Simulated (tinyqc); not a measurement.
Deep-level transient spectroscopy (DLTS) of one majority-carrier trap: one step, computed by the program tinyqc.

A filling pulse loads the traps in a one-sided junction; under reverse bias they empty at the rate e, and the capacitance relaxes as C(t) = C_0 - dC exp(-e t). The signal is S = [C(t_2) - C(t_1)]/dC.

Problem. Signal size and trap density. W = sqrt(2 eps eps_0 (V_b + V_r)/(e N)), C_0 = eps eps_0 area/W. The pulse goes to zero bias, W_0 = W(V_r = 0). Traps within lambda = sqrt(2 eps eps_0 (E_t - E_F)/(e^2 N)) of the depletion edge stay filled, with E_F = k_B T_p ln(N_b/N) from the band, N_b = 2 M (2 pi m k_B T_p/h^2)^(3/2) (dopants taken as fully ionised). dC = C_0 (N_t/2N) f, f = [(W - lambda)^2 - max(W_0 - lambda, 0)^2]/W^2. The simple estimate is 2 N dC/C_0.

Inputs (values chosen for the exercise, for a model semiconductor): density-of-states mass m = 0.593 m_0; valleys M = 1; trap depth E_t = 0.485 eV; temperature T = 309 K; doping N = 7.7e+16 cm^-3; trap density N_t = 1.4e+15 cm^-3; dielectric constant eps = 10.5; built-in voltage V_b = 1.4 V; reverse bias V_r = 7.1 V; diode area = 0.00069 cm^2.

Carriers: holes. Extra term: none.

peak temperature T_p = 314.3484 K

Constants: eps_0 = 8.8541878128e-12 F/m; e = 1.602176634e-19 C; k_B = 8.617333262e-05 eV/K; m_0 = 9.1093837015e-31 kg; k_B = 1.380649e-23 J/K; h = 6.62607015e-34 J s.

Give: depletion width W; C_0; lambda; f; transient amplitude dC; simple estimate of N_t.

Solution.

depletion width W = 0.3579 micrometre

C_0 = 17.92 pF

lambda = 0.07238 micrometre

f = 0.5950

transient amplitude dC = 96.94 fF

simple estimate of N_t = 8.330e+14 cm^-3

The simple estimate finds 59 % of the traps.
